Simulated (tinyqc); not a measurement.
Surface photovoltage measurement of the minority-carrier diffusion length in a wafer: one step, computed by the program tinyqc. Command: `OMP_NUM_THREADS=1 python tinyqc.py 3130446 3130447 out.jsonl spv walk`. One thread of a shared host (Intel(R) Xeon(R) Processor @ 2.30GHz), about 0.01 s of CPU time with the checks.

Low injection, steady light, a depletion layer much thinner than 1/alpha and L. The excess density dn is taken at the front edge of the neutral region; light that reaches the back is lost.

Problem. The linear plot. alpha = (84.732/lambda - 76.417)^2 per cm with lambda in micrometre (an empirical fit for silicon between 0.7 and 1.05 micrometre). Thick wafer: dn = Phi L/((S_f + D/L)(L + 1/alpha)). Finite wafer, with s = S_b L/D, w = W/L, a = alpha L: dn = [Phi a/(a^2 - 1)] [a - B - exp(-alpha W)(a - s)/(cosh w + s sinh w)]/(S_f + B D/L), B = (sinh w + s cosh w)/(cosh w + s sinh w). Readings y = (Phi/dn) (1 + noise x g) at 780, 830, 880, 920, 950, 975 and 995 nm; a least-squares line y = c (1/alpha + L_app) gives L_app = intercept/slope.

Inputs (values chosen for the exercise, modelled on p-type silicon at room temperature):
```
quantity                            value        unit
diffusion length L                     96  micrometre
wafer thickness W                     625  micrometre
diffusivity D                        28.6      cm^2/s
front recombination velocity S_f     2500        cm/s
back recombination velocity S_b    420000        cm/s
photon flux entering              1.4e+11  1/(cm^2 s)
relative noise of each reading        0.5           %
```

normal deviates g for the noise: -0.93  -0.08  0.16  0.20  -0.60  -0.48  0.73

Give: the table «Readings» with the columns 1/alpha (micrometre), y (cm/s), line (cm/s), for lambda (nm) = 780, 830, 880, 920, 950, 975, 995; slope; apparent length L_app; error of L_app (rounded to 0.001).

Solution.

Readings:
```
lambda (nm)  1/alpha (micrometre)  y (cm/s)  line (cm/s)
780                           9.6      6001         6013
830                          15.2      6343         6331
880                          25.3      6930         6913
920                          40.7      7808         7793
950                          61.3      8950         8976
975                          90.9     10643        10677
995                         130.9     12998        12970
```

slope = 57.38 cm/(s micrometre)

apparent length L_app = 95.14 micrometre

error of L_app (rounded to 0.001) = -0.893 %

At W/L = 6.5 the finite thickness shifts L_app by less than 0.05 %. S_f scales all readings alike and leaves L_app unchanged.
